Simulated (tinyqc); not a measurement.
Worked calculation: Pariser-Parr-Pople SCF with singles CI, for the molecule c1ccc2ccccc2c1 (SMILES; centres numbered as the heavy atoms are written). Computed by tinyqc, a small Python program that keeps every step. Settings: charge = 0, gamma = MN, start = huckel, damping = 0.3, iteration cap = 87, excitations kept = 4. Command: `OMP_NUM_THREADS=1 python tinyqc.py 20593 20594 out.jsonl` (the two numbers bound the seeds that draw the settings). One thread of a shared host (Intel(R) Xeon(R) Processor @ 2.60GHz), about 0.02 s of CPU time with the checks. Later iterations appear only in the table of the cycle.

## PPP integrals

Centres (angstrom, eV; a flat drawing with bonds scaled to 1.40 angstrom):

| centre | x | y | core charge z | W | gamma_rr |
|---|---|---|---|---|---|
| 1C | 2.42500 | -0.70000 | 1 | 11.16000 | 11.13000 |
| 2C | 2.42500 | 0.70000 | 1 | 11.16000 | 11.13000 |
| 3C | 1.21200 | 1.40000 | 1 | 11.16000 | 11.13000 |
| 4C | 0.00000 | 0.70000 | 1 | 11.16000 | 11.13000 |
| 5C | -1.21200 | 1.40000 | 1 | 11.16000 | 11.13000 |
| 6C | -2.42500 | 0.70000 | 1 | 11.16000 | 11.13000 |
| 7C | -2.42500 | -0.70000 | 1 | 11.16000 | 11.13000 |
| 8C | -1.21200 | -1.40000 | 1 | 11.16000 | 11.13000 |
| 9C | 0.00000 | -0.70000 | 1 | 11.16000 | 11.13000 |
| 10C | 1.21200 | -1.40000 | 1 | 11.16000 | 11.13000 |

Resonance integrals (eV):

| i | j | beta |
|---|---|---|
| 1 | 2 | -2.39000 |
| 2 | 3 | -2.39000 |
| 3 | 4 | -2.39000 |
| 4 | 5 | -2.39000 |
| 5 | 6 | -2.39000 |
| 6 | 7 | -2.39000 |
| 7 | 8 | -2.39000 |
| 8 | 9 | -2.39000 |
| 9 | 10 | -2.39000 |
| 10 | 1 | -2.39000 |
| 9 | 4 | -2.39000 |

Mataga-Nishimoto: gamma = 14.399645/(R + a), a = 2 x 14.399645/(gamma_rr + gamma_ss); H_rr = -W_r - sum_(s != r) z_s gamma_rs; H_rs = beta for bonds.

repulsion gamma_rs (eV):
```
           1C        2C        3C        4C        5C        6C        7C        8C
1C   11.13000   5.34554   3.87199   3.51736   2.62121   2.27060   2.34378   2.88136
2C    5.34554  11.13000   5.34457   3.87215   2.88136   2.34378   2.27060   2.62121
3C    3.87199   5.34457  11.13000   5.34629   3.87320   2.88136   2.62121   2.88151
4C    3.51736   3.87215   5.34629  11.13000   5.34629   3.87215   3.51736   3.87251
5C    2.62121   2.88136   3.87320   5.34629  11.13000   5.34457   3.87199   3.51745
6C    2.27060   2.34378   2.88136   3.87215   5.34457  11.13000   5.34554   3.87199
7C    2.34378   2.27060   2.62121   3.51736   3.87199   5.34554  11.13000   5.34457
8C    2.88136   2.62121   2.88151   3.87251   3.51745   3.87199   5.34457  11.13000
9C    3.87215   3.51736   3.87251   5.34554   3.87251   3.51736   3.87215   5.34629
10C   5.34457   3.87199   3.51745   3.87251   2.88151   2.62121   2.88136   3.87320

           9C       10C
1C    3.87215   5.34457
2C    3.51736   3.87199
3C    3.87251   3.51745
4C    5.34554   3.87251
5C    3.87251   2.88151
6C    3.51736   2.62121
7C    3.87215   2.88136
8C    5.34629   3.87320
9C   11.13000   5.34629
10C   5.34629  11.13000
```

core matrix H (eV):
```
            1C         2C         3C         4C         5C         6C         7C         8C
1C   -43.22856   -2.39000    0.00000    0.00000    0.00000    0.00000    0.00000    0.00000
2C    -2.39000  -43.22856   -2.39000    0.00000    0.00000    0.00000    0.00000    0.00000
3C     0.00000   -2.39000  -45.37010   -2.39000    0.00000    0.00000    0.00000    0.00000
4C     0.00000    0.00000   -2.39000  -49.72217   -2.39000    0.00000    0.00000    0.00000
5C     0.00000    0.00000    0.00000   -2.39000  -45.37010   -2.39000    0.00000    0.00000
6C     0.00000    0.00000    0.00000    0.00000   -2.39000  -43.22856   -2.39000    0.00000
7C     0.00000    0.00000    0.00000    0.00000    0.00000   -2.39000  -43.22856   -2.39000
8C     0.00000    0.00000    0.00000    0.00000    0.00000    0.00000   -2.39000  -45.37010
9C     0.00000    0.00000    0.00000   -2.39000    0.00000    0.00000    0.00000   -2.39000
10C   -2.39000    0.00000    0.00000    0.00000    0.00000    0.00000    0.00000    0.00000

            9C        10C
1C     0.00000   -2.39000
2C     0.00000    0.00000
3C     0.00000    0.00000
4C    -2.39000    0.00000
5C     0.00000    0.00000
6C     0.00000    0.00000
7C     0.00000    0.00000
8C    -2.39000    0.00000
9C   -49.72217   -2.39000
10C   -2.39000  -45.37010
```

## Starting guess

pi electrons, sum of z_r less the charge = 10

Orbitals of the Hueckel matrix of the beta values.

P at the start:
```
           1C        2C        3C        4C        5C        6C        7C        8C
1C    1.00000   0.60317   0.00000  -0.24088   0.00000   0.15595   0.00000  -0.16986
2C    0.60317   1.00000   0.72456   0.00000  -0.16986   0.00000   0.15595   0.00000
3C    0.00000   0.72456   1.00000   0.55470   0.00000  -0.16986   0.00000   0.08493
4C   -0.24088   0.00000   0.55470   1.00000   0.55470   0.00000  -0.24088   0.00000
5C    0.00000  -0.16986   0.00000   0.55470   1.00000   0.72456   0.00000  -0.36228
6C    0.15595   0.00000  -0.16986   0.00000   0.72456   1.00000   0.60317   0.00000
7C    0.00000   0.15595   0.00000  -0.24088   0.00000   0.60317   1.00000   0.72456
8C   -0.16986   0.00000   0.08493   0.00000  -0.36228   0.00000   0.72456   1.00000
9C    0.00000  -0.24088   0.00000   0.51823   0.00000  -0.24088   0.00000   0.55470
10C   0.72456   0.00000  -0.36228   0.00000   0.08493   0.00000  -0.16986   0.00000

           9C       10C
1C    0.00000   0.72456
2C   -0.24088   0.00000
3C    0.00000  -0.36228
4C    0.51823   0.00000
5C    0.00000   0.08493
6C   -0.24088   0.00000
7C    0.00000  -0.16986
8C    0.55470   0.00000
9C    1.00000   0.55470
10C   0.55470   1.00000
```

## Iteration 1: Fock matrix

F_rr = H_rr + P_rr gamma_rr / 2 + sum_(s != r) P_ss gamma_rs; F_rs = H_rs - P_rs gamma_rs / 2; E = tr P (H + F) / 2 + core repulsion sum_(r<s) z_r z_s gamma_rs.

F (eV):
```
           1C        2C        3C        4C        5C        6C        7C        8C
1C   -5.59500  -4.00212   0.00000   0.42364   0.00000  -0.17705   0.00000   0.24472
2C   -4.00212  -5.59500  -4.32624   0.00000   0.24472   0.00000  -0.17705   0.00000
3C    0.00000  -4.32624  -5.59500  -3.87279   0.00000   0.24472   0.00000  -0.12237
4C    0.42364   0.00000  -3.87279  -5.59500  -3.87279   0.00000   0.42364   0.00000
5C    0.00000   0.24472   0.00000  -3.87279  -5.59500  -4.32624   0.00000   0.63715
6C   -0.17705   0.00000   0.24472   0.00000  -4.32624  -5.59500  -4.00212   0.00000
7C    0.00000  -0.17705   0.00000   0.42364   0.00000  -4.00212  -5.59500  -4.32624
8C    0.24472   0.00000  -0.12237   0.00000   0.63715   0.00000  -4.32624  -5.59500
9C    0.00000   0.42364   0.00000  -3.77512   0.00000   0.42364   0.00000  -3.87279
10C  -4.32624   0.00000   0.63715   0.00000  -0.12237   0.00000   0.24472   0.00000

           9C       10C
1C    0.00000  -4.32624
2C    0.42364   0.00000
3C    0.00000   0.63715
4C   -3.77512   0.00000
5C    0.00000  -0.12237
6C    0.42364   0.00000
7C    0.00000   0.24472
8C   -3.87279   0.00000
9C   -5.59500  -3.87279
10C  -3.87279  -5.59500
```

pi energy = -129.15438 eV

## Iteration 1: orbitals and new P

Diagonalise F (the basis is taken as orthonormal) and form P = 2 sum c c over the lowest orbitals; 0.3 of the old P is kept.

orbital energies (eV): -14.10828  -12.24131  -11.27772  -10.20395  -9.17577  -2.01423  -0.98605  0.08772  1.05131  2.91828

P after iteration 1:
```
           1C        2C        3C        4C        5C        6C        7C        8C
1C    1.00000   0.59739   0.00000  -0.24471   0.00000   0.14943   0.00000  -0.16315
2C    0.59739   1.00000   0.73091   0.00000  -0.16315   0.00000   0.14943   0.00000
3C    0.00000   0.73091   1.00000   0.54896   0.00000  -0.16315   0.00000   0.08721
4C   -0.24471   0.00000   0.54896   1.00000   0.54896   0.00000  -0.24471   0.00000
5C    0.00000  -0.16315   0.00000   0.54896   1.00000   0.73091   0.00000  -0.36075
6C    0.14943   0.00000  -0.16315   0.00000   0.73091   1.00000   0.59739   0.00000
7C    0.00000   0.14943   0.00000  -0.24471   0.00000   0.59739   1.00000   0.73091
8C   -0.16315   0.00000   0.08721   0.00000  -0.36075   0.00000   0.73091   1.00000
9C    0.00000  -0.24471   0.00000   0.52673   0.00000  -0.24471   0.00000   0.54896
10C   0.73091   0.00000  -0.36075   0.00000   0.08721   0.00000  -0.16315   0.00000

           9C       10C
1C    0.00000   0.73091
2C   -0.24471   0.00000
3C    0.00000  -0.36075
4C    0.52673   0.00000
5C    0.00000   0.08721
6C   -0.24471   0.00000
7C    0.00000  -0.16315
8C    0.54896   0.00000
9C    1.00000   0.54896
10C   0.54896   1.00000
```

## Iteration 2: Fock matrix

As before.

F (eV):
```
           1C        2C        3C        4C        5C        6C        7C        8C
1C   -5.59500  -3.98668   0.00000   0.43037   0.00000  -0.16964   0.00000   0.23504
2C   -3.98668  -5.59500  -4.34319   0.00000   0.23504   0.00000  -0.16964   0.00000
3C    0.00000  -4.34319  -5.59500  -3.85745   0.00000   0.23504   0.00000  -0.12565
4C    0.43037   0.00000  -3.85745  -5.59500  -3.85745   0.00000   0.43037   0.00000
5C    0.00000   0.23504   0.00000  -3.85745  -5.59500  -4.34319   0.00000   0.63446
6C   -0.16964   0.00000   0.23504   0.00000  -4.34319  -5.59500  -3.98668   0.00000
7C    0.00000  -0.16964   0.00000   0.43037   0.00000  -3.98668  -5.59500  -4.34319
8C    0.23504   0.00000  -0.12565   0.00000   0.63446   0.00000  -4.34319  -5.59500
9C    0.00000   0.43037   0.00000  -3.79782   0.00000   0.43037   0.00000  -3.85745
10C  -4.34319   0.00000   0.63446   0.00000  -0.12565   0.00000   0.23504   0.00000

           9C       10C
1C    0.00000  -4.34319
2C    0.43037   0.00000
3C    0.00000   0.63446
4C   -3.79782   0.00000
5C    0.00000  -0.12565
6C    0.43037   0.00000
7C    0.00000   0.23504
8C   -3.85745   0.00000
9C   -5.59500  -3.85745
10C  -3.85745  -5.59500
```

pi energy = -129.16178 eV

## Iteration 2: orbitals and new P

As before.

orbital energies (eV): -14.10732  -12.24184  -11.27354  -10.20654  -9.18491  -2.00509  -0.98346  0.08354  1.05184  2.91732

P after iteration 2:
```
           1C        2C        3C        4C        5C        6C        7C        8C
1C    1.00000   0.59353   0.00000  -0.24668   0.00000   0.14615   0.00000  -0.15947
2C    0.59353   1.00000   0.73487   0.00000  -0.15947   0.00000   0.14615   0.00000
3C    0.00000   0.73487   1.00000   0.54536   0.00000  -0.15947   0.00000   0.08767
4C   -0.24668   0.00000   0.54536   1.00000   0.54536   0.00000  -0.24668   0.00000
5C    0.00000  -0.15947   0.00000   0.54536   1.00000   0.73487   0.00000  -0.35971
6C    0.14615   0.00000  -0.15947   0.00000   0.73487   1.00000   0.59353   0.00000
7C    0.00000   0.14615   0.00000  -0.24668   0.00000   0.59353   1.00000   0.73487
8C   -0.15947   0.00000   0.08767   0.00000  -0.35971   0.00000   0.73487   1.00000
9C    0.00000  -0.24668   0.00000   0.53237   0.00000  -0.24668   0.00000   0.54536
10C   0.73487   0.00000  -0.35971   0.00000   0.08767   0.00000  -0.15947   0.00000

           9C       10C
1C    0.00000   0.73487
2C   -0.24668   0.00000
3C    0.00000  -0.35971
4C    0.53237   0.00000
5C    0.00000   0.08767
6C   -0.24668   0.00000
7C    0.00000  -0.15947
8C    0.54536   0.00000
9C    1.00000   0.54536
10C   0.54536   1.00000
```

## Iteration 3: Fock matrix

As before.

F (eV):
```
           1C        2C        3C        4C        5C        6C        7C        8C
1C   -5.59500  -3.97636   0.00000   0.43382   0.00000  -0.16592   0.00000   0.22975
2C   -3.97636  -5.59500  -4.35379   0.00000   0.22975   0.00000  -0.16592   0.00000
3C    0.00000  -4.35379  -5.59500  -3.84783   0.00000   0.22975   0.00000  -0.12631
4C    0.43382   0.00000  -3.84783  -5.59500  -3.84783   0.00000   0.43382   0.00000
5C    0.00000   0.22975   0.00000  -3.84783  -5.59500  -4.35379   0.00000   0.63263
6C   -0.16592   0.00000   0.22975   0.00000  -4.35379  -5.59500  -3.97636   0.00000
7C    0.00000  -0.16592   0.00000   0.43382   0.00000  -3.97636  -5.59500  -4.35379
8C    0.22975   0.00000  -0.12631   0.00000   0.63263   0.00000  -4.35379  -5.59500
9C    0.00000   0.43382   0.00000  -3.81289   0.00000   0.43382   0.00000  -3.84783
10C  -4.35379   0.00000   0.63263   0.00000  -0.12631   0.00000   0.22975   0.00000

           9C       10C
1C    0.00000  -4.35379
2C    0.43382   0.00000
3C    0.00000   0.63263
4C   -3.81289   0.00000
5C    0.00000  -0.12631
6C    0.43382   0.00000
7C    0.00000   0.22975
8C   -3.84783   0.00000
9C   -5.59500  -3.84783
10C  -3.84783  -5.59500
```

pi energy = -129.16560 eV

## Iteration 3: orbitals and new P

As before.

orbital energies (eV): -14.10687  -12.24214  -11.27080  -10.20778  -9.19064  -1.99936  -0.98222  0.08080  1.05214  2.91687

P after iteration 3:
```
           1C        2C        3C        4C        5C        6C        7C        8C
1C    1.00000   0.59097   0.00000  -0.24771   0.00000   0.14448   0.00000  -0.15742
2C    0.59097   1.00000   0.73737   0.00000  -0.15742   0.00000   0.14448   0.00000
3C    0.00000   0.73737   1.00000   0.54310   0.00000  -0.15742   0.00000   0.08749
4C   -0.24771   0.00000   0.54310   1.00000   0.54310   0.00000  -0.24771   0.00000
5C    0.00000  -0.15742   0.00000   0.54310   1.00000   0.73737   0.00000  -0.35900
6C    0.14448   0.00000  -0.15742   0.00000   0.73737   1.00000   0.59097   0.00000
7C    0.00000   0.14448   0.00000  -0.24771   0.00000   0.59097   1.00000   0.73737
8C   -0.15742   0.00000   0.08749   0.00000  -0.35900   0.00000   0.73737   1.00000
9C    0.00000  -0.24771   0.00000   0.53605   0.00000  -0.24771   0.00000   0.54310
10C   0.73737   0.00000  -0.35900   0.00000   0.08749   0.00000  -0.15742   0.00000

           9C       10C
1C    0.00000   0.73737
2C   -0.24771   0.00000
3C    0.00000  -0.35900
4C    0.53605   0.00000
5C    0.00000   0.08749
6C   -0.24771   0.00000
7C    0.00000  -0.15742
8C    0.54310   0.00000
9C    1.00000   0.54310
10C   0.54310   1.00000
```

## Convergence

Stop when output and input P, before any damping, agree to 1e-7.

Course of the cycle:

| iteration | E (eV) | largest \|P(out) - P(in)\| |
|---|---|---|
| 1 | -129.1543771 | 1.21e-02 |
| 2 | -129.1617804 | 8.06e-03 |
| 3 | -129.1655960 | 5.26e-03 |
| 4 | -129.1673469 | 3.40e-03 |
| 5 | -129.1681093 | 2.18e-03 |
| 6 | -129.1684322 | 1.39e-03 |
| 7 | -129.1685670 | 8.87e-04 |
| 8 | -129.1686227 | 5.64e-04 |
| 9 | -129.1686456 | 3.59e-04 |
| 10 | -129.1686550 | 2.28e-04 |
| 11 | -129.1686589 | 1.45e-04 |
| ... | ... | ... |
| 18 | -129.1686615 | 6.11e-06 |
| 19 | -129.1686615 | 3.89e-06 |
| 20 | -129.1686615 | 2.48e-06 |
| 21 | -129.1686615 | 1.58e-06 |
| 22 | -129.1686615 | 1.01e-06 |
| 23 | -129.1686615 | 6.43e-07 |
| 24 | -129.1686615 | 4.10e-07 |
| 25 | -129.1686615 | 2.61e-07 |
| 26 | -129.1686615 | 1.67e-07 |
| 27 | -129.1686615 | 1.06e-07 |
| 28 | -129.1686615 | 6.79e-08 |

Converged in 28 iterations.

## Converged orbitals

Charges are z - P_rr.

orbital energies (eV): -14.10644  -12.24258  -11.26585  -10.20862  -9.20050  -1.98950  -0.98138  0.07585  1.05258  2.91644

coefficients:
```
         MO1       MO2       MO3       MO4       MO5       MO6       MO7       MO8
1C   0.24018   0.42478  -0.18411  -0.39801  -0.26374  -0.26374   0.39801  -0.18411
2C   0.24018   0.42478   0.18411  -0.39801   0.26374  -0.26374  -0.39801  -0.18411
3C   0.30176   0.26374   0.39866  -0.00231   0.42478   0.42478   0.00231   0.39866
4C   0.45000   0.00000   0.33815   0.42797   0.00000   0.00000   0.42797  -0.33815
5C   0.30176  -0.26374   0.39866  -0.00231  -0.42478  -0.42478   0.00231   0.39866
6C   0.24018  -0.42478   0.18411  -0.39801  -0.26374   0.26374  -0.39801  -0.18411
7C   0.24018  -0.42478  -0.18411  -0.39801   0.26374   0.26374   0.39801  -0.18411
8C   0.30176  -0.26374  -0.39866  -0.00231   0.42478  -0.42478  -0.00231   0.39866
9C   0.45000   0.00000  -0.33815   0.42797   0.00000   0.00000  -0.42797  -0.33815
10C  0.30176   0.26374  -0.39866  -0.00231  -0.42478   0.42478  -0.00231   0.39866

          MO9      MO10
1C    0.42478  -0.24018
2C   -0.42478   0.24018
3C    0.26374  -0.30176
4C    0.00000   0.45000
5C   -0.26374  -0.30176
6C    0.42478   0.24018
7C   -0.42478  -0.24018
8C    0.26374   0.30176
9C    0.00000  -0.45000
10C  -0.26374   0.30176
```

pi charges: 1C 0.00000, 2C 0.00000, 3C 0.00000, 4C 0.00000, 5C 0.00000, 6C 0.00000, 7C 0.00000, 8C 0.00000, 9C 0.00000, 10C 0.00000

## Singles CI, singlets

Over the 4 single excitations with the smallest orbital gaps: A = (e_a - e_i) delta + 2 (ia|jb) - (ij|ab), with (pq|rs) = sum c_mp c_mq gamma_mn c_nr c_ns. f = 2/3 w |mu|^2 in atomic units, mu = sqrt2 sum c_ia sum_m c_mi c_ma R_m.

singlet CI matrix (eV):
```
         5>6       5>7       4>6      4>7
5>6  4.65745   0.00000   0.00000  0.48604
5>7  0.00000   5.05077  -0.78681  0.00000
4>6  0.00000  -0.78681   5.05077  0.00000
4>7  0.48604   0.00000   0.00000  6.40623
```

singlet excitation energies (eV): 4.26395  4.53144  5.83758  6.53224

oscillator strengths: 0.00000  0.29886  2.09842  0.88969

## Singles CI, triplets

Over the 4 single excitations with the smallest orbital gaps: A = (e_a - e_i) delta - (ij|ab), with (pq|rs) = sum c_mp c_mq gamma_mn c_nr c_ns.

triplet CI matrix (eV):
```
         5>6      5>7      4>6      4>7
5>6  2.53755  0.00000  0.00000  0.25276
5>7  0.00000  4.01119  0.25276  0.00000
4>6  0.00000  0.25276  4.01119  0.00000
4>7  0.25276  0.00000  0.00000  4.28936
```

triplet excitation energies (eV): 2.50181  3.75843  4.26395  4.32510
